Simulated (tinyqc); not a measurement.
## Electron continuity equation in a given potential, Scharfetter-Gummel discretisation: three discretisations compared

Steady state in one dimension: J = q mu n E + q D dn/dx with E = -dpsi/dx and D = mu Vt, dJ/dx = 0, fixed densities nL and nR at the ends. The potential is given, psi = U x/L, and is not changed by the electrons.

8 equal intervals. Fluxes J_i = (q D/h)(n_(i+1) P_i - n_i Q_i), d_i = (psi_(i+1) - psi_i)/Vt: Scharfetter-Gummel P = B(d), Q = B(-d), B(d) = d/(exp(d) - 1); central P = 1 - d/2, Q = 1 + d/2; upwind P = 1 + max(-d, 0), Q = 1 + max(d, 0). Balance at each inner node: J_i - J_(i-1) = 0. The reference is Scharfetter-Gummel on 1600 intervals.

Parameters, values chosen for the exercise; mobility that of a made-up semiconductor: temperature T = 450 K; electron mobility mu = 1640 cm^2/(V s); length of the region L = 2.1 um; density at x = 0 nL = 5.6e12 cm^-3; density at x = L nR = 5.9e13 cm^-3; potential difference psi(L) - psi(0) U = -1.5 V.

Constants: q = 1.602176634e-19 C, kB = 1.380649e-23 J/K, Vt = kB T/q. Results are converted to the units shown.

Densities (cm^-3):
```
node  Scharfetter-Gummel    central     upwind  reference
0              5.6000e12  5.6000e12  5.6000e12  5.6000e12
1              5.8576e13  8.1216e13  4.9849e13  5.8576e13
2              5.8997e13  4.9851e13  5.7432e13  5.8997e13
3              5.9000e13  6.2861e13  5.8731e13  5.9000e13
4              5.9000e13  5.7465e13  5.8954e13  5.9000e13
5              5.9000e13  5.9703e13  5.8992e13  5.9000e13
6              5.9000e13  5.8775e13  5.8999e13  5.9000e13
7              5.9000e13  5.9160e13  5.9000e13  5.9000e13
8              5.9000e13  5.9000e13  5.9000e13  5.9000e13
```

What does the comparison show, and why?

Largest errors as a share of the largest reference density listed: Scharfetter-Gummel under 1e-7 %, central 38 %, upwind 15 %. The largest |d| is 4.84. Central differences oscillate from node to node, since P or Q changes sign once |d| exceeds 2. Upwinding stays positive but acts as if D were larger by the factor 1 + |d|/2, up to 3.42 here.

Range of the model: The drift velocity mu E exceeds 1e7 cm/s somewhere, where real mobilities no longer stay constant.

Program tinyqc, `OMP_NUM_THREADS=1 python tinyqc.py 2220054 2220055 out.jsonl`; Intel Xeon 2.30GHz, shared host, one thread, about 0.01 s.
